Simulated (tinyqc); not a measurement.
Worked calculation: concentration-dependent dopant diffusion with charged defects and the built-in field. Computed by tinyqc, a small Python program that keeps every step. Command: `OMP_NUM_THREADS=1 python tinyqc.py 3020667 3020668 out.jsonl extrinsic walk`. One thread of a shared host (Intel(R) Xeon(R) Processor @ 2.30GHz), about 0.1 s of CPU time with the checks. Intermediate numbers are printed to about 7 digits and carried at full precision; extremes and crossings named in words are read from the listed rows.

A constant source C_s feeds a half space. The dopant moves through neutral point defects and through charged ones, whose number grows with the majority carrier density n.

Inputs (values chosen for the exercise, modelled on boron in silicon):

| quantity | value | unit |
|---|---|---|
| neutral prefactor D0x | 0.0557 | cm^2/s |
| neutral activation energy E0 | 3.5 | eV |
| singly charged prefactor D01 | 1.05 | cm^2/s |
| activation energy E1 | 3.49 | eV |
| surface concentration C_s | 1.8e+19 | 1/cm^3 |
| junction level C_B | 2.3e+16 | 1/cm^3 |
| temperature T | 850 | C |
| time t | 60 | s |

Field enhancement: on.

Constants: k_B = 8.617333262e-05 eV/K.

## Intrinsic density and partial diffusivities

n_i = 3.87e16 T^1.5 exp(-7014/T) per cm^3 (T in kelvin, an empirical form); each D = prefactor x exp(-E/(k_B T)); the intrinsic diffusivity D_i is their sum. Temperatures in kelvin are T(C) + 273.15.

n_i = 2.826352e+18 1/cm^3

partial diffusivities (cm^2/s): Dx 1.098295e-17, D1 2.295752e-16

intrinsic diffusivity D_i = 2.405582e-16 cm^2/s

## Diffusivity at the surface

n = C/2 + sqrt(C^2/4 + n_i^2); D(C) = h [Dx + D1 (n/n_i)], h = 1 + C/sqrt(C^2 + 4 n_i^2).

n/n_i = 6.521961

field factor h = 1.954061

surface diffusivity D_s = 2.947239e-15 cm^2/s

enhancement D_s/D_i = 12.25167

C_s is 6.37 times n_i: diffusion is extrinsic near the surface.

## Similarity solution

With y = x/sqrt(D_s t), u = C/C_s and q = -(D/D_s) du/dy: du/dy = -q D_s/D, dq/dy = -(y/2) q D_s/D, u(0) = 1. The surface flux q(0) is shot so that u tends to 0 (LSODA, an adaptive multistep solver, relative tolerance 1e-10). Dose Q = 2 q(0) C_s sqrt(D_s t). The junction lies where C = C_B.

surface flux q(0) = 0.4474705

dose Q = 6.774078e+12 1/cm^2

junction in units of sqrt(D_s t) = 1.965223

junction depth x_j = 8.264093 nm

For a constant D, q(0) = 1/sqrt(pi) = 0.5642; for D proportional to C it tends to 0.444, with the front at y = 1.616.

## Where the concentration falls to given levels

For comparison, erfc profiles with a constant D: x = 2 sqrt(D t) erfc^-1(C/C_s), with D = D_i and D = D_s.

Depth (nm):

| C/C_s | D/D_s | full | erfc with D_i | erfc with D_s |
|---|---|---|---|---|
| 8.00e-01 | 0.8019503 | 1.719541 | 0.430444 | 1.50666 |
| 5.00e-01 | 0.5064032 | 3.867965 | 1.145977 | 4.01119 |
| 2.00e-01 | 0.2239443 | 5.724089 | 2.177393 | 7.62139 |
| 1.00e-01 | 0.1437407 | 6.376688 | 2.794653 | 9.78195 |
| 3.00e-02 | 0.0979207 | 7.061490 | 3.687045 | 12.90554 |
| 1.00e-02 | 0.0868194 | 7.523709 | 4.376407 | 15.31847 |
| 1.00e-03 | 0.0821307 | 8.346668 | 5.590699 | 19.56878 |
| 1.00e-04 | 0.0816723 | 9.084868 | 6.610227 | 23.13737 |

The depth between C/C_s = 0.1 and 1e-4 spans 2.71 nm in the full profile, against 3.82 nm for D_i and 13.4 nm for D_s; the ratio of the depths at 1e-4 and at 0.5 is 2.35, against 5.77 for any erfc. The profile is box-like: fast diffusion in the heavily doped part feeds a front that moves slowly where D drops to D_i.

Checks made by the program: dose from the flux against the area under the profile (relative difference 3e-08).
